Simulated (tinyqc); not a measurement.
Sputter depth profiling of a dopant layer: erosion rate, quantification and the mixing-roughness response: one step, computed by the program tinyqc. Command: `OMP_NUM_THREADS=1 python tinyqc.py 3001537 3001538 out.jsonl sims walk`. One thread of a shared host (Intel(R) Xeon(R) Processor @ 2.30GHz), about 0.01 s of CPU time with the checks.

A rastered ion beam erodes silicon (49.94 atoms per nm^3). The measured profile is the true one convolved with a depth response.

Problem. Erosion and sensitivity. Scaling chosen for the exercise: yield Y = Y1 E^0.5, mixing length w = w1 E^0.5 (E in keV). Erosion rate = Y I/(e x raster^2 x density); depth step = rate x counting time; concentration = RSF x counts/matrix counts; detection limit = RSF x 3 sqrt(background x time)/(matrix rate x time).

Inputs (values chosen for the exercise, modelled on a dopant in silicon under an oxygen or caesium beam):
```
quantity                           value    unit
beam energy E                        2.1     keV
beam current                         100      nA
raster side                          300      um
sputter yield at 1 keV               1.5       -
mixing length at 1 keV               1.7      nm
relative sensitivity factor RSF  7.5e+21  1/cm^3
matrix count rate                4.7e+06     1/s
background count rate                9.4     1/s
counting time per point                1       s
```

True profile: delta layer.

Constants: e = 1.602176634e-19 C.

Give: yield Y; mixing length w; erosion rate; depth step; detection limit.

Solution.

yield Y = 2.174

mixing length w = 2.464 nm

erosion rate = 0.3019 nm/s

depth step = 0.3019 nm

detection limit = 1.468e+16 1/cm^3
